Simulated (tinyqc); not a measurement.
Hot electrons in a saturated n-channel MOSFET, lucky-electron model: two steps of the calculation.

Beyond pinch-off the lateral field grows as Esat cosh(y/l) over the velocity-saturated region (pseudo-two-dimensional model). Impact ionisation in this region gives the substrate current, which biases the body forward through Rsub. Currents are per width. Local-field laws: they overstate ionisation when the field peak is narrower than an energy relaxation length.

Values chosen for this exercise; values close to those of silicon n-channel devices: channel length L = 1.2 um; oxide thickness tox = 27 nm; threshold VT = 0.64 V; saturation velocity vs = 8.4e6 cm/s; ionisation prefactor Ai = 2e6 1/cm; ionisation field Bi = 1.8 MV/cm; resistance of the lightly doped drain Rd = 700 ohm um; substrate resistance Rsub = 2400 ohm um; fall of VT per volt of forward body bias kb = 0.22; hot-electron mean free path lm = 7.7 nm; oxide barrier pb = 3.2 V; prefactor of the gate current Cg = 0.0012; lifetime exponent m = 3.2; lifetime constant Hl = 820 s uA/um; drain voltage Vd = 5.4 V; gate voltage Vg = 2.9 V.

Constants: eps0 = 8.8541878128e-14 F/cm where lengths are in cm. Results are converted to the units shown.

Task 1. Body bias from the substrate current. Cox = 3.9 eps0/tox. Overdrive g = Vg - VT + kb Vb; Vdsat = g Esat L/(g + Esat L); Id = Cox vs (g - Vdsat); dV = Vd - Id Rd - Vdsat; Em = sqrt((dV/l)^2 + Esat^2); Isub = Id (Ai/Bi) l Em exp(-Bi/Em). Vb(new) = Rsub Isub.

Vb at the start = 0 V
l = 199.22349 nm
Esat = 0.057931034 MV/cm

Give: Vdsat; Id; dV; Em; Isub; Vb after iteration 1.

Result 1.

Vdsat = 1.706 V
Id = 59.57 uA/um
dV = 3.653 V
Em = 0.1923 MV/cm
Isub = 0.02181 uA/um
Vb after iteration 1 = 5.233e-5 V

Task 2. Gate current, lifetime and channel shortening. Ig = Cg Id exp(-pb/(lm Em)); lifetime tau = (Hl/Id)(Isub/Id)^(-m); length of the saturated region dL = l ln[(dV/l + Em)/Esat]. 1 year = 3.15576e7 s.

Id = 59.567407 uA/um
dV = 3.6527636 V
Em = 0.19228428 MV/cm
Isub = 0.021805152 uA/um
l = 199.22349 nm
Esat = 0.057931034 MV/cm

Give: Isub/Id; Ig; tau; dL.

Result 2.

Isub/Id = 3.661e-4
Ig = 2.936e-5 pA/um
tau = 4.329e4 years
dL = 372.4 nm

The lifetime exceeds ten years.

tinyqc, about 0.01 s, one thread, Intel Xeon 2.30GHz (shared host): `OMP_NUM_THREADS=1 python tinyqc.py 2550080 2550081 out.jsonl`
